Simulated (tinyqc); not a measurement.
Schottky barrier with interface states (Cowley-Sze model), image lowering and contact resistance: one step, computed by the program tinyqc. Command: `OMP_NUM_THREADS=1 python tinyqc.py 3024155 3024156 out.jsonl pinning walk`. One thread of a shared host (Intel(R) Xeon(R) Processor @ 2.30GHz), about 0.01 s of CPU time with the checks.

An n-type semiconductor under a metal. The barrier lies between the Schottky-Mott limit phi_M - chi and the Bardeen limit E_g - E_n, E_n being the neutrality level of the interface states; the space-charge term of the full Cowley-Sze expression is left out.

Task: Tunnelling scale and contact resistivity. A* = 4 pi e m_e M_c k_B^2/h^3 (a simple valley count); J_s = A* T^2 exp(-phi/k_B T). E_00 = (e hbar/2) sqrt(N/(m_e eps_s eps_0)), E_0 = E_00 coth(E_00/k_B T); scaling form of the contact resistivity rho_c = (k_B/(e A* T)) exp(phi_B/E_0), which is the thermionic result when E_00 << k_B T and keeps only the leading exponential of tunnelling when E_00 >> k_B T; image lowering is left out of it.

Inputs (values chosen for the exercise, with gap, mass and screening modelled on beta-Ga2O3):

| quantity | value | unit |
|---|---|---|
| dielectric constant eps_s | 10.6 | - |
| electron mass m_e | 0.284 | m_0 |
| valleys M_c | 1 | - |
| donor density N | 3.8e+16 | cm^-3 |
| temperature T | 300 | K |

Pinning factor from: interface states.

barrier phi_B = 3.244654 eV

Constants: k_B = 8.617333262e-05 eV/K; hbar = 1.054571817e-34 J s; m_0 = 9.1093837015e-31 kg; eps_0 = 8.8541878128e-12 F/m; e = 1.602176634e-19 C; k_B = 1.380649e-23 J/K; h = 6.62607015e-34 J s.

Give: E_00; E_00/k_B T; E_0; contact resistivity rho_c.

Result:

E_00 = 0.002086 eV

E_00/k_B T = 0.08069

E_0 = 0.02591 eV

contact resistivity rho_c = 2.065e+46 ohm cm^2

With the usual bounds 0.5 and 5 on E_00/k_B T the regime is thermionic emission; so large a rho_c means a blocking contact.
